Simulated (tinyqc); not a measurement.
Worked calculation: plane-wave Kohn-Sham cycle with exchange-only LDA in a layered model solid. Computed by tinyqc, a small Python program that keeps every step. Settings: points = 16, plane-wave index or count = 2, electrons = 2, k points = 2, area = 32.0, mixing = 0.1, iteration cap = 65. Command: `OMP_NUM_THREADS=1 python tinyqc.py 26645 26646 out.jsonl` (the two numbers bound the seeds that draw the settings). One thread of a shared host (Intel(R) Xeon(R) Processor @ 2.60GHz), about 0.03 s of CPU time with the checks. Later iterations appear only in the table of the cycle.

## Iteration 1: potential

A solid whose potential varies along x alone (atomic units):
```
parameter                      value
period a                   16.300000
cross-section of the cell  32.000000
electrons per cell                 2
grid points                       16
plane waves -n..n, n               2
k points                           2
V1 in V1 cos(2 pi x/a)     -0.390000
```

density at the start, on the grid x_j = j a/N (e/bohr^3): 0.0038344  0.0038344  0.0038344  0.0038344  0.0038344  0.0038344  0.0038344  0.0038344  0.0038344  0.0038344  0.0038344  0.0038344  0.0038344  0.0038344  0.0038344  0.0038344

V_H(G) = 4 pi rho(G)/G^2 for G != 0 (uniform background); v_x = -(3 rho/pi)^(1/3); V = V_ext + V_H + v_x; Fourier components f(G_m) = (1/N) sum_j f(x_j) exp(-i G_m x_j).

Potentials on the grid (hartree):
```
x            V_ext      V_H       v_x         V
0.00000   -0.39000  0.00000  -0.15413  -0.54413
1.01875   -0.36031  0.00000  -0.15413  -0.51444
2.03750   -0.27577  0.00000  -0.15413  -0.42990
3.05625   -0.14925  0.00000  -0.15413  -0.30338
4.07500          0  0.00000  -0.15413  -0.15413
5.09375    0.14925  0.00000  -0.15413  -0.00488
6.11250    0.27577  0.00000  -0.15413   0.12164
7.13125    0.36031  0.00000  -0.15413   0.20618
8.15000    0.39000  0.00000  -0.15413   0.23587
9.16875    0.36031  0.00000  -0.15413   0.20618
10.18750   0.27577  0.00000  -0.15413   0.12164
11.20625   0.14925  0.00000  -0.15413  -0.00488
12.22500         0  0.00000  -0.15413  -0.15413
13.24375  -0.14925  0.00000  -0.15413  -0.30338
14.26250  -0.27577  0.00000  -0.15413  -0.42990
15.28125  -0.36031  0.00000  -0.15413  -0.51444
```

V(G_m), m = 0, 1, 2, ... (hartree): -0.15413  -0.19500  0.00000  0.00000  0.00000

## Iteration 1: Hamiltonian at one k

k = 0.25000 2 pi / a

H(m,m') = (k + G_m)^2/2 delta + V(G_m - G_m'), with V(-G) = V(G).

H (hartree), lower triangle:
```
          -2        -1        +0        +1       +2
-2   0.07340
-1  -0.19500  -0.11234
+0   0.00000  -0.19500  -0.14949
+1   0.00000   0.00000  -0.19500  -0.03805
+2   0.00000   0.00000   0.00000  -0.19500  0.22198
```

## Iteration 1: levels at that k

Diagonalise the Hermitian matrix.

eigenvalues (hartree): -0.42557  -0.19098  0.03026  0.22951  0.35229

## Iteration 1: new density

Motion across x is left out: the lowest 1 band(s) hold two electrons at each of the k points (j + 1/2)/nk - 1/2. Residual R = rho(out) - rho(in); rho(new) = rho(in) + 0.1 R. rho(out) = 2/(a A nk) sum |psi|^2 with psi = sum c exp(i G x). Harris energy E = band energy - dV sum rho (V_H/2 + v_x) + (3/4) dV sum rho v_x with rho(in), dV = a A/N, band energy = (2/nk) sum of the filled levels.

rho(out) (e/bohr^3): 0.0150664  0.0126168  0.0072610  0.0026754  0.0005362  0.0000412  0.0000007  0.0000040  0.0000126  0.0000040  0.0000007  0.0000412  0.0005362  0.0026754  0.0072610  0.0126168

density after iteration 1 (e/bohr^3): 0.0049576  0.0047126  0.0041770  0.0037185  0.0035045  0.0034550  0.0034510  0.0034513  0.0034522  0.0034513  0.0034510  0.0034550  0.0035045  0.0037185  0.0041770  0.0047126

energy per cell = -0.7740668 hartree

## Iteration 2: potential

As before.

Potentials on the grid (hartree):
```
x            V_ext       V_H       v_x         V
0.00000   -0.39000   0.06217  -0.16791  -0.49574
1.01875   -0.36031   0.05513  -0.16510  -0.47028
2.03750   -0.27577   0.03695  -0.15859  -0.39741
3.05625   -0.14925   0.01421  -0.15256  -0.28759
4.07500          0  -0.00730  -0.14958  -0.15687
5.09375    0.14925  -0.02468  -0.14887  -0.02431
6.11250    0.27577  -0.03717  -0.14881   0.08979
7.13125    0.36031  -0.04466  -0.14882   0.16684
8.15000    0.39000  -0.04715  -0.14883   0.19402
9.16875    0.36031  -0.04466  -0.14882   0.16684
10.18750   0.27577  -0.03717  -0.14881   0.08979
11.20625   0.14925  -0.02468  -0.14887  -0.02431
12.22500         0  -0.00730  -0.14958  -0.15687
13.24375  -0.14925   0.01421  -0.15256  -0.28759
14.26250  -0.27577   0.03695  -0.15859  -0.39741
15.28125  -0.36031   0.05513  -0.16510  -0.47028
```

V(G_m), m = 0, 1, 2, ... (hartree): -0.15384  -0.17235  0.00150  -0.00012  -0.00001

## Iteration 2: Hamiltonian at one k

k = 0.25000 2 pi / a

As before.

H (hartree), lower triangle:
```
          -2        -1        +0        +1       +2
-2   0.07369
-1  -0.17235  -0.11205
+0   0.00150  -0.17235  -0.14919
+1  -0.00012   0.00150  -0.17235  -0.03775
+2  -0.00001  -0.00012   0.00150  -0.17235  0.22228
```

## Iteration 2: levels at that k

As before.

eigenvalues (hartree): -0.38674  -0.17280  0.02519  0.20442  0.32690

## Iteration 2: new density

As before.

rho(out) (e/bohr^3): 0.0147421  0.0124270  0.0073170  0.0028388  0.0006412  0.0000673  0.0000026  0.0000043  0.0000110  0.0000043  0.0000026  0.0000673  0.0006412  0.0028388  0.0073170  0.0124270

density after iteration 2 (e/bohr^3): 0.0059360  0.0054840  0.0044910  0.0036305  0.0032182  0.0031163  0.0031061  0.0031066  0.0031081  0.0031066  0.0031061  0.0031163  0.0032182  0.0036305  0.0044910  0.0054840

energy per cell = -0.7008798 hartree

## Convergence

Stop when sqrt(dV sum R^2) is below 1e-8, dV = a A/N.

Course of the cycle:
```
iteration  E (hartree)  norm of the residual
1           -0.7740668              1.18e-01
2           -0.7008798              1.04e-01
3           -0.6423657              9.16e-02
4           -0.5963417              7.97e-02
5           -0.5607033              6.88e-02
6           -0.5335675              5.88e-02
7           -0.5132932              4.98e-02
8           -0.4984664              4.17e-02
9           -0.4878798              3.46e-02
10          -0.4805153              2.86e-02
11          -0.4755311              2.36e-02
...                ...                   ...
55          -0.4668414              2.23e-04
56          -0.4668414              2.01e-04
57          -0.4668414              1.81e-04
58          -0.4668414              1.64e-04
59          -0.4668414              1.48e-04
60          -0.4668415              1.33e-04
61          -0.4668415              1.21e-04
62          -0.4668415              1.09e-04
63          -0.4668415              9.82e-05
64          -0.4668415              8.87e-05
65          -0.4668415              8.01e-05
```

Not converged within 65 iterations: the residual falls steadily but slowly, by a factor of about 0.90 a step. Reruns (cap 100 unless said): mixing 0.5, Kerker q0 1.0: not converged; mixing 0.3, Pulay depth 5: converged in 16 (E = -0.46684); the original settings with a cap of 400: converged in 154 (E = -0.46684).
